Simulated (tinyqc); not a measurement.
Photoconductance decay in a wafer: bulk and surface recombination modes, and iron detection by pair splitting: one step, computed by the program tinyqc. Command: `OMP_NUM_THREADS=1 python tinyqc.py 3112934 3112935 out.jsonl pcd walk`. One thread of a shared host (Intel(R) Xeon(R) Processor @ 2.30GHz), about 0.01 s of CPU time with the checks.

Both faces of the wafer have the same S; injection is low and all coefficients are constant. x runs from -W/2 to W/2.

Question. Effective lifetime. Even modes cos(a x) obey b tan b = S W/(2 D) with b = a W/2, odd modes sin(a x) obey -b cot b = S W/(2 D); each decays at the rate 1/tau_b + D a^2. tau_eff is the decay time of the first mode. The surface time is 1/(D a^2) of that mode; shortcuts for it are W/(2 S), W^2/(pi^2 D) and their sum, whose error is sum/surface time - 1.

Inputs (values chosen for the exercise, modelled on p-type silicon):

| quantity | value | unit |
|---|---|---|
| thickness W | 200 | micrometre |
| diffusivity D | 31.1 | cm^2/s |
| bulk lifetime tau_b without iron | 13 | microsecond |
| surface recombination velocity S | 24000 | cm/s |

Give: tau_eff; surface time; W/(2 S); W^2/(pi^2 D); error of the sum; tau_eff/tau_b.

Answer.

tau_eff = 1.471 microsecond

surface time = 1.659 microsecond

W/(2 S) = 0.4167 microsecond

W^2/(pi^2 D) = 1.303 microsecond

error of the sum = 3.684 %

tau_eff/tau_b = 0.1132

The surfaces are fast, and diffusion to them sets the surface time. tau_eff is only 0.11 of tau_b, so it understates the bulk lifetime.
